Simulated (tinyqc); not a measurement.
Inside a calculation. Method: UHF in the sto-3g basis, for BeH, spin multiplicity 2. This run ends on a higher stationary point, not on the lowest solution. One step of it, computed by the program tinyqc.

Problem. Orthogonalisation. S = U s U^T; symmetric (Loewdin) form X = U s^(-1/2) U^T, so that X^T S X = 1.

overlap S, lower triangle:
```
           1Be 1s    1Be 2s   1Be 2px   1Be 2py   1Be 2pz     2H 1s
1Be 1s   1.000000
1Be 2s   0.259517  1.000000
1Be 2px  0.000000  0.000000  1.000000
1Be 2py  0.000000  0.000000  0.000000  1.000000
1Be 2pz  0.000000  0.000000  0.000000  0.000000  1.000000
2H 1s    0.010181  0.185023  0.000000  0.000000  0.256903  1.000000
```

Give: eigenvalues of S; X.

Solution.

eigenvalues of S: 0.6380  0.8134  1.0000  1.0000  1.1770  1.3717

X, lower triangle:
```
          1Be 1s   1Be 2s  1Be 2px  1Be 2py  1Be 2pz   2H 1s
1Be 1s    1.0270
1Be 2s   -0.1380   1.0416
1Be 2px   0.0000   0.0000   1.0000
1Be 2py   0.0000   0.0000   0.0000   1.0000
1Be 2pz  -0.0033   0.0200   0.0000   0.0000   1.0267
2H 1s     0.0148  -0.1022   0.0000   0.0000  -0.1373  1.0410
```
